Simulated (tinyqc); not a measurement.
# Ionisation ratio from the excess noise

Inverse problem. In the local model of an avalanche photodiode F = k M + (1 - k)(2 - 1/M), k the ratio of the ionisation coefficient of the other carrier to that of the injected one. Find k and F at twice the gain.

M = 21
excess noise factor F = 3.7809524

Answer. F is linear in k: k = (F - 2 + 1/M)/(M - 2 + 1/M).

k = 0.09600
F at 2 M = 5.818

Numbers from tinyqc (`OMP_NUM_THREADS=1 python tinyqc.py 2120113 2120114 out.jsonl`; about 0.06 s on one thread of a shared Intel Xeon 2.30GHz).
